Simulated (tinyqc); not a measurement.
Equilibrium crystal shape, supported particles, Gibbs-Thomson effect and coarsening. Changing the second-neighbour bond energy e2. Computed by tinyqc, a small Python program. Command: `OMP_NUM_THREADS=1 python tinyqc.py 3008723 3008724 out.jsonl wulff sweep`. One thread of a shared host (Intel(R) Xeon(R) Processor @ 2.30GHz), about 0.09 s of CPU time with the checks.

A cubic crystal bounded by {100}, {110} and {111} facets only.

Inputs (values chosen for the exercise, for a model metal): lattice constant a = 4.15 angstrom; first-neighbour bond energy e1 = 0.347 eV; atoms in the particle N = 19000; temperature T = 900 K.

Surface energies: broken bonds, fcc.

Constants: 1 eV/angstrom^2 = 16.02176634 J/m^2; e = 1.602176634e-19 C; k_B = 8.617333262e-05 eV/K.

Method:
- A cut with normal n breaks sum_R |R.n|/(2 Omega) bonds per area (R over all neighbours of a shell) and makes two surfaces: gamma = sum over shells e_s sum_R |R.n|/(4 Omega). fcc: 12 neighbours a/2 (1,1,0), 6 at a (1,0,0), Omega = a^3/4.
- Wulff construction: the facet planes lie at distances lambda gamma from the centre, and the shape is the region inside all of them; V = (1/3) sum of area x distance. gamma_mean = sum A gamma / sum A; shape factor eta = A/V^(2/3) (4.836 for a sphere). lambda follows from V = N Omega.
- For the Wulff shape mu - mu(bulk) = 2 Omega gamma/h, with gamma and h = lambda gamma the energy and distance of any one facet plane, here (111); the vapour pressure rises by exp[(mu - mu(bulk))/(k_B T)].

One run for each value:
```
second-neighbour bond energy e2 (eV)  gamma_mean (J/m^2)  shape factor eta  mu - mu(bulk) (meV)
0.005                                             1.1751            5.2985                66.36
0.054                                             1.3394            5.1913                74.11
0.100                                             1.4772            5.1441                80.99
0.150                                             1.6147            5.1236                88.17
0.200                                             1.7431            5.1209                95.14
0.250                                             1.8650            5.1284               101.94
0.300                                             1.9820            5.1418               108.61
0.350                                             2.0952            5.1585               115.19
```

What does the table show?

Over the rows, gamma_mean (J/m^2) rises from 1.18 to 2.10 (exponent d ln y / d ln x 0.055 between the first rows and 0.36 between the last); shape factor eta goes from 5.30 through a minimum among these rows, 5.12 at 0.200, to 5.16; mu - mu(bulk) (meV) rises from 66.4 to 115 (exponent d ln y / d ln x 0.046 between the first rows and 0.38 between the last).

Extremes, crossings and ranges named in words are read from the listed rows.
